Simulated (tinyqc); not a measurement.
From results to parameters: Hubbard dimer. Computed by the program tinyqc.

Problem. A two-site Hubbard model with two electrons has its ground state at (U - sqrt(U^2 + 16 t^2))/2, the triplet at 0 and the odd ionic singlet at U. Find t, U and the double occupancy per site.

singlet-triplet splitting = 0.395413 eV
gap from the ground state to the ionic odd singlet = 9.715413 eV

Solution. The difference of the two gaps is U and their product is 4 t^2; the double occupancy per site is (1 - U/sqrt(U^2 + 16 t^2))/4.

t, U (eV): 0.9800  9.3200
double occupancy per site = 0.020
